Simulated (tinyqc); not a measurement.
Inside a calculation. Model: precursor delivery by bubblers, mass-transport growth and the solid composition of a III-V alloy. Computed by tinyqc, a small Python program that keeps every step. Command: `OMP_NUM_THREADS=1 python tinyqc.py 3016614 3016615 out.jsonl movpe_thermo walk`. One thread of a shared host (Intel(R) Xeon(R) Processor @ 2.30GHz), about 0.01 s of CPU time with the checks. Intermediate numbers are printed to about 7 digits and carried at full precision; extremes and crossings named in words are read from the listed rows.

1 sccm = 44.615 micromol/min; 1 torr = 133.322 Pa. The sources decompose fully at the surface.

Inputs (values chosen for the exercise, modelled on triethylgallium (source 1) and trimethylindium (source 2) for the vapour pressures):
```
quantity                                                                                                  value        unit
bath temperature T1                                                                                         283           K
bath temperature T2                                                                                         301           K
bubbler pressure p_b                                                                                       1400        torr
carrier flow F1                                                                                              79        sccm
carrier flow F2                                                                                             300        sccm
total flow F_t                                                                                               11         slm
group-V flow F_V                                                                                             57        sccm
reactor pressure p                                                                                           76        torr
growth temperature T                                                                                       1020           K
diffusivity at 273 K and 760 torr                                                                          0.43      cm^2/s
flow cross-section A                                                                                         39        cm^2
distance from the leading edge z                                                                            5.2          cm
lattice constant a                                                                                         5.79    angstrom
interaction L0 of the solid                                                                                13.6      kJ/mol
log10 of p_B,eq over pure BC at 1000 K and 1 torr of group V (exaggerated: liquid indium has about -4.1)   -2.6  log10 torr
enthalpy of that equilibrium H                                                                              296      kJ/mol
```

Alloy: mixing on the group-III sites, with desorption of B.

constants a, b of source 1 (log10 torr, K): 8.11  2162

constants a, b of source 2 (log10 torr, K): 10.54  3014

Constants: k_B = 1.380649e-23 J/K; R = 8.314462618 J/(mol K).

## Bubblers

log10 p_v = a - b/T_bath; molar flow = F x 44.615 x p_v/(p_b - p_v) for a saturated bubbler.

vapour pressure 1 = 2.954092 torr

molar flow 1 = 7.452832 micromol/min

vapour pressure 2 = 3.362877 torr

molar flow 2 = 32.22772 micromol/min

One kelvin of bath error changes flow 1 by 6.2 % and flow 2 by 7.7 %.

## Partial pressures in the reactor

p_i = p n_i/(44615 F_t), F_t in slm; p_V = p F_V/(1000 F_t), counted per molecule supplied; V/III = 44.615 F_V/(n1 + n2); vapour fraction of source 2 = n2/(n1 + n2).

p_1 = 0.001154148 torr

p_2 = 0.004990793 torr

p_V = 0.3938182 torr

V/III ratio = 64.08820

vapour fraction of source 2 = 0.8121792

## Mass transport

Mean velocity u = (F_t/A)(760/p)(T/273); D = D0 (T/273)^1.75 (760/p); boundary layer delta = sqrt(pi D z/u); flux = D dp/(delta k_B T); growth rate = flux x a^3/4.

velocity u = 175.6363 cm/s

D = 43.17518 cm^2/s

boundary layer delta = 2.003948 cm

growth rate per torr of group III = 356.3233 micrometre/(h torr)

Caution: the boundary layer is a quarter or more of the root of the cross-section, so it fills much of the channel and depletion along the flow matters.

## Solid composition

A sticks fully. B desorbs: its surface pressure is p_B* = x gamma_B K/sqrt(p_V), ln gamma_B = L0 (1 - x)^2/(R T), K = 10^(log10 K at 1000 K) exp[-(H/R)(1/T - 1/1000)], p_V in torr. With equal diffusivities x = (p_2 - p_B*)/(p_1 + p_2 - p_B*). Growth rate = rate per torr x p_1/(1 - x).

K/sqrt(p_V) = 0.008044739 torr

solid fraction x = 0.2174125

share of B incorporated, 1 - p_B*/p_2 = 0.06424559

growth rate = 0.5254999 micrometre/h

Only 6 % of the B supplied is built in; more group V or a lower T would raise it.

## Incorporation against temperature

A sticks fully. B desorbs: its surface pressure is p_B* = x gamma_B K/sqrt(p_V), ln gamma_B = L0 (1 - x)^2/(R T), K = 10^(log10 K at 1000 K) exp[-(H/R)(1/T - 1/1000)], p_V in torr. With equal diffusivities x = (p_2 - p_B*)/(p_1 + p_2 - p_B*).

At fixed flows:
```
T (K)  K/sqrt(p_V) (torr)          x  share of B incorporated, 1 - p_B*/p_2
864          1.474526e-05  0.8117871                           9.974352e-01
906          9.958983e-05  0.8095109                           9.827528e-01
945          5.040768e-04  0.7979876                           9.135031e-01
973          1.490449e-03  0.7641877                           7.494202e-01
1006         4.949550e-03  0.5195420                           2.500674e-01
1038         1.473558e-02  0.0896724                           2.277995e-02
1076         4.947704e-02  0.0235427                           5.575632e-03
1131         2.472671e-01  0.0048134                           1.118510e-03
```

x equals the vapour fraction 0.812 while gamma_B K/sqrt(p_V) is small against p_1 + p_2 = 0.0061 torr and falls once it is not. Between the last rows the apparent energy R d ln x/d(1/T) is 292 kJ/mol, against H = 296.

Checks made by the program: the sensitivity to the bath against a difference (relative difference below 1e-10).
